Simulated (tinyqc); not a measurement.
Composition and strain of an epitaxial Si(1-x)Ge(x) layer from Raman and X-ray peaks: one step, computed by the program tinyqc. Command: `OMP_NUM_THREADS=1 python tinyqc.py 3025467 3025468 out.jsonl epiraman walk`. One thread of a shared host (Intel(R) Xeon(R) Processor @ 2.30GHz), about 0.01 s of CPU time with the checks.

A (001) layer, biaxially strained in the plane. The Raman peaks follow empirical lines omega = w0 + c1 x + c3 x^3 + b eps (c3 for Si-Ge alone), with eps the in-plane strain.

Task: Raman peaks. Insert x and eps in the three lines; the strain part is b eps.

Inputs (values chosen for the exercise, modelled on silicon-germanium):
```
quantity                     value  unit
Ge fraction x                  0.5     -
Si-Si: w0                    520.5  1/cm
Si-Si: c1                    -66.7  1/cm
Si-Si: strain coefficient b   -732  1/cm
Si-Ge: w0                    400.2  1/cm
Si-Ge: c1                     23.3  1/cm
Si-Ge: c3                    -33.1  1/cm
Si-Ge: strain coefficient b   -603  1/cm
Ge-Ge: w0                    280.6  1/cm
Ge-Ge: c1                     18.7  1/cm
Ge-Ge: strain coefficient b   -465  1/cm
```

Substrate: germanium.

in-plane strain eps = 21.57624 per mille

Give: Si-Si peak; Si-Ge peak; Ge-Ge peak; strain parts.

Result:

Si-Si peak = 471.36 1/cm

Si-Ge peak = 394.70 1/cm

Ge-Ge peak = 279.92 1/cm

strain parts (1/cm): Si-Si -15.794, Si-Ge -13.010, Ge-Ge -10.033

Read as unstrained, the Si-Si peak would give x = 0.737 in place of 0.5. Caution: strains above 2 % survive only in layers a few nanometres thick, and the linear relations lose accuracy.
